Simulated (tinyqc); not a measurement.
Phase shift across the band: Koster-Slater impurity in a tight-binding band, by Green functions and by supercells. Computed by tinyqc, a small Python program. Command: `OMP_NUM_THREADS=1 python tinyqc.py 3000137 3000138 out.jsonl kosterslater walk`. One thread of a shared host (Intel(R) Xeon(R) Processor @ 2.30GHz), about 0.06 s of CPU time with the checks.

One orbital per site, e(k) = -2 t sum cos(k_i) over 3 direction(s), band from -6 t to 6 t, lattice constant 1. One site has the extra energy U. Spin is left out.

Inputs (values chosen for the exercise, for a model band): hopping t = 0.67 eV; impurity potential U = -5.39 eV; broadening eta = 0.067 eV.

Lattice: simple cubic.

Method:
- Outside the band G0(E) = (1/pi) int_0^pi dk (2/(pi z)) K(16 t^2/z^2), z = E + 2 t cos k, K the complete elliptic integral with parameter m; 200 Gauss-Legendre points.
- A bound state solves 1/U = G0(E).
- Bisection in ln(distance from the edge) between 1e-5 t and |U| + t. Weight on the impurity site: -1/(U^2 dG0/dE), by a central difference with step min(1e-4 t, distance/30). Decay length along an axis: 1/arccosh(1 + distance/(2 t)).
- Inside the band G0(z), z = E + i eta, comes from the chain form 1/(sqrt(y - 2t) sqrt(y + 2t)) (principal roots) at y = z + 2 t cos k + 2 t cos k', averaged over k and k' in (0, pi) with 200 Gauss-Legendre points each.
- delta/pi = -arg(1 - U G0)/pi counts the states added below E (Friedel); host DOS = -Im G0/pi, DOS on the impurity = -Im[G0/(1 - U G0)]/pi; 13 evenly spaced energies from -(band edge + |U| + 2t) to +(band edge + |U| + 2t).

distance from the band edge = 1.89577 eV

level E_b = -5.91577 eV

Across the spectrum:

| E (eV) | Re G0 (1/eV) | host DOS (1/eV) | DOS on the impurity (1/eV) | delta/pi |
|---|---|---|---|---|
| -10.750 | -0.09532 | 0.00020 | 0.000841 | 0.00220 |
| -8.958 | -0.11572 | 0.00030 | 0.002097 | 0.00425 |
| -7.167 | -0.14801 | 0.00050 | 0.012201 | 0.01331 |
| -5.375 | -0.20950 | 0.00110 | 0.064282 | 0.95462 |
| -3.583 | -0.38014 | 0.03394 | 0.023725 | 0.84044 |
| -1.792 | -0.43762 | 0.12829 | 0.019541 | 0.67792 |
| 0.000 | 0.00000 | 0.20857 | 0.015480 | 0.41217 |
| 1.792 | 0.43762 | 0.12829 | 0.008018 | 0.18274 |
| 3.583 | 0.38014 | 0.03394 | 0.003526 | 0.05931 |
| 5.375 | 0.20950 | 0.00110 | 0.000242 | 0.00277 |
| 7.167 | 0.14801 | 0.00050 | 0.000155 | 0.00150 |
| 8.958 | 0.11572 | 0.00030 | 0.000113 | 0.00099 |
| 10.750 | 0.09532 | 0.00020 | 0.000087 | 0.00071 |

What does the comparison show, and why?

delta/pi starts and ends near zero (+0.002 and +0.001): the impurity moves states but creates none. delta/pi rises at the bound state below the band (-5.916 eV), reaches 0.95 among these rows (1 in the limit of small eta, just above the level) and is paid back by the top of the band.

Extremes, crossings and ranges named in words are read from the listed rows.
